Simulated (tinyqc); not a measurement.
Inside a calculation. Method: plane-wave Kohn-Sham cycle with exchange-only LDA in a layered model solid. Computed by tinyqc, a small Python program that keeps every step. Settings: points = 16, plane-wave index or count = 2, electrons = 2, k points = 3, area = 29.0, mixing = 0.1, iteration cap = 74. Command: `OMP_NUM_THREADS=1 python tinyqc.py 30487 30488 out.jsonl` (the two numbers bound the seeds that draw the settings). One thread of a shared host (Intel(R) Xeon(R) Processor @ 2.60GHz), about 0.02 s of CPU time with the checks.

A solid whose potential varies along x alone (atomic units):
```
parameter                      value
period a                    6.200000
cross-section of the cell  29.000000
electrons per cell                 2
grid points                       16
plane waves -n..n, n               2
k points                           3
V1 in V1 cos(2 pi x/a)     -0.240000
V2 in V2 cos(4 pi x/a)     -0.180000
```

Stop when sqrt(dV sum R^2) is below 1e-8, dV = a A/N.

Course of the cycle:
```
iteration  E (hartree)  norm of the residual
1           -0.4357476              1.22e-01
2           -0.4288290              1.09e-01
3           -0.4232058              9.65e-02
4           -0.4187085              8.56e-02
5           -0.4151499              7.58e-02
6           -0.4123550              6.72e-02
7           -0.4101717              5.95e-02
8           -0.4084727              5.27e-02
9           -0.4071545              4.66e-02
10          -0.4061336              4.13e-02
11          -0.4053442              3.65e-02
...                ...                   ...
64          -0.4026524              6.14e-05
65          -0.4026524              5.45e-05
66          -0.4026524              4.83e-05
67          -0.4026524              4.28e-05
68          -0.4026524              3.80e-05
69          -0.4026524              3.37e-05
70          -0.4026524              2.99e-05
71          -0.4026524              2.65e-05
72          -0.4026524              2.35e-05
73          -0.4026524              2.09e-05
74          -0.4026524              1.85e-05
```

Can the last value be used, and what does the course show?

Not by the stop rule, although the second column moves by less than 1e-07 over the last three steps. Not converged within 74 iterations: the residual falls steadily but slowly, by a factor of about 0.89 a step. Reruns (cap 100 unless said): mixing 0.5, Kerker q0 1.0: converged in 51 (E = -0.40265); mixing 0.3, Pulay depth 5: converged in 9 (E = -0.40265); the original settings with a cap of 400: converged in 138 (E = -0.40265).
